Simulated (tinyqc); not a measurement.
Inside a calculation: Peierls distortion of a half-filled chain. Values are carried at full precision from step to step, so a last printed digit may differ when a step is redone from the rounded ones.

Atoms move by +/- u, so bonds change by -/+ 2u and hoppings are t +/- 2 al u. Bands E = -/+ sqrt((2 t cos x)^2 + D^2 sin^2 x) with D = 4 al u, x = k a in (0, pi/2); the gap is 2D. Energy per atom at zero temperature: E(u) = -mean_x sqrt(...) + 2 K u^2; exactly, the mean is (4t/pi) E(1 - z^2), z = D/2t, E the complete elliptic integral of the second kind with parameter m. Coupling lambda = 2 al^2/(pi t K).

Constants: kB = 8.617333262e-05 eV/K.

Parameters, chosen for this exercise: t = 2.48 eV (hopping of the even chain); al = 6.4 eV/angstrom (change of hopping with bond length); K = 48.2 eV/angstrom^2 (spring constant of a bond); u = 0.038 angstrom (trial shift of alternate atoms); N = 3 (k points).

## Energy at a trial distortion

Use the mesh x_j = (j + 1/2) pi/(2N), j = 0 .. N-1, and also the elliptic integral.

D = 0.9728 eV

|E| on the mesh (eV): [4.7976, 3.5741, 1.5909]

band energy on the mesh = -3.3209 eV
elastic energy = 0.1392 eV
total, exact = -3.1729 eV
exact E(u) - E(0) = -0.0153 eV

This distortion lowers the energy; the mesh errs by -8.73 meV.

## The equilibrium distortion

dE/du = 0 gives 1 = (4 al^2/K) mean(sin^2 x/|E|); solve with the exact mean, and compare with the weak-coupling form D = 8 t exp(-1 - 1/(2 lambda)).

lambda = 0.2181
u0 = 0.0298 angstrom
gap 2D = 1.528 eV
gap, weak coupling = 1.475 eV
E(u0) - E(0) per atom = -18.15 meV

Long and short bonds differ by 4 u0 = 0.1194 angstrom. The weak-coupling gap is 0.966 of the full one. The gain is far smaller than the gap, since only states near the zone edge move.

## Length and phonon scales

Coherence length xi/a = 2t/D with D half the gap; mean-field transition kB Tp = D/1.764 (weak coupling); for the optical mode at the zone edge (omega_R/omega_0)^2 = 2 lambda at weak coupling.

xi/a = 6.49
Tp = 5.02e+03 K
omega_R/omega_0 = 0.661

Tp is a mean-field scale: in a single chain fluctuations forbid the transition, and coupling between chains sets the real one, far lower.

## Checks

- Total energy at u0 on 4000 points against the elliptic integral (eV): both -3.17578.

Run: tinyqc, `OMP_NUM_THREADS=1 python tinyqc.py 1680955 1680956 out.jsonl`; Intel(R) Xeon(R) Processor @ 2.30GHz, one thread, shared host; about 0.08 s of CPU time with all checks.
